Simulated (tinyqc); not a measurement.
Time-dependent dielectric breakdown: cell percolation, Weibull statistics, area scaling and voltage extrapolation: one step, computed by the program tinyqc.

The oxide is divided into columns of area a^2, each holding m = t_ox/a cells (m is taken as continuous). A share lambda(t) = (t/t_1)^alpha of the cells is defective, and a column whose cells are all defective breaks down.

Question. Fitting the sample. W = ln(-ln(1 - F_i)) with the median ranks F_i. Least squares in W: W = beta ln t - beta ln t63. Maximum likelihood: solve sum t^b ln t/sum t^b - 1/b = mean of ln t for b, then t63 = (mean of t^b)^(1/b).

Weibull plot:
```
i     t (s)        F_i      ln t          W
1    3263.8  0.0744681   8.09066  -2.558941
2    6996.8  0.1808511   8.85321  -1.611994
3   10583.2  0.2872340   9.26703  -1.082929
4   10705.7  0.3936170   9.27853  -0.692660
5   10723.2  0.5000000   9.28017  -0.366513
6   38938.5  0.6063830  10.56974  -0.070018
7   85088.4  0.7127660  11.35145   0.221108
8   85967.2  0.8191489  11.36172   0.536541
9  229349.2  0.9255319  12.34300   0.954505
```

Give: slope by least squares; t63 by least squares; slope by maximum likelihood; t63 by maximum likelihood.

Answer.

slope by least squares = 0.7320

t63 by least squares = 46766 s

slope by maximum likelihood = 0.7781

t63 by maximum likelihood = 45546 s

Caution: t_1 is an input here; in a real oxide it changes with thickness at fixed voltage.
